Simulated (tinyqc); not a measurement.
Three voltage laws: time-dependent dielectric breakdown: cell percolation, Weibull statistics, area scaling and voltage extrapolation. Computed by tinyqc, a small Python program. Command: `OMP_NUM_THREADS=1 python tinyqc.py 3003392 3003393 out.jsonl tddb walk`. One thread of a shared host (Intel(R) Xeon(R) Processor @ 2.30GHz), about 0.01 s of CPU time with the checks.

The oxide is divided into columns of area a^2, each holding m = t_ox/a cells (m is taken as continuous). A share lambda(t) = (t/t_1)^alpha of the cells is defective, and a column whose cells are all defective breaks down.

Inputs (values chosen for the exercise, for a model gate oxide):
```
quantity,value,unit
oxide thickness t_ox,2.9,nm
defect cell size a,1.3,nm
exponent alpha of defect growth,0.9,-
time t_1 at which the occupied share would reach 1,660000,s
test area A,0.01,um^2
product area A_u,800000,um^2
stress voltage V,3.52,V
use voltage V_u,1.6,V
local exponent n = -d ln t/d ln V at the stress voltage,35,-
activation energy E_a,0.45,eV
stress temperature T,175,C
use temperature T_u,55,C
allowed failure fraction F,1e-05,-
```

Voltage law used: power.

Constants: k_B = 8.617333262e-05 eV/K.

Method:
- Failure fraction F = 1 - (1 - lambda^m)^N with N = A/a^2 columns, which for small lambda^m is 1 - exp(-(t/t63)^beta) with beta = alpha m and t63 = t_1 N^(-1/beta); critical share lambda(t63) = N^(-1/m). 1 um^2 = 1e6 nm^2.
- All three voltage laws share the slope n at the stress voltage. Factor t(V_u)/t(V): E law exp(n (1 - V_u/V)); 1/E law exp(n (V/V_u - 1)); power law (V/V_u)^n.
- Temperatures in kelvin are T(C) + 273.15.
- Temperature factor exp[(E_a/k_B)(1/T_u - 1/T)]; area factor (A/A_u)^(1/beta); percentile factor (-ln(1 - F))^(1/beta); life = t63 x all four; 1 year = 3.15576e7 s.
- Life = t63 x voltage, temperature, area and percentile factors, the last three as above.

projected life = 7082.14 years

voltage factor = 9.65592e+11

Log10 of the life in years:
```
V_u/V,V_u (V),E law,1/E law,power law
1.00,3.520,-8.1346,-8.135,-8.1346
0.95,3.344,-7.3746,-7.335,-7.3550
0.90,3.168,-6.6146,-6.446,-6.5331
0.80,2.816,-5.0946,-4.335,-4.7428
0.70,2.464,-3.5745,-1.620,-2.7131
0.60,2.112,-2.0545,1.999,-0.3699
0.50,1.760,-0.5345,7.066,2.4014
0.40,1.408,0.9856,14.666,5.7933
```

What follows from these numbers?

At V_u/V = 0.9 the laws differ by 0.17 decades at most, and at 0.5 by 7.6. The E law is the most cautious and the 1/E law the most hopeful. Ten years are reached at V_u/V = 0.399 (E), 0.625 (1/E), 0.548 (power). Caution: t_1 is an input here; in a real oxide it changes with thickness at fixed voltage. Caution: a voltage factor of more than nine decades rests wholly on the chosen law and cannot be tested. Caution: the rows at low voltage extrapolate over many decades and cannot be tested.
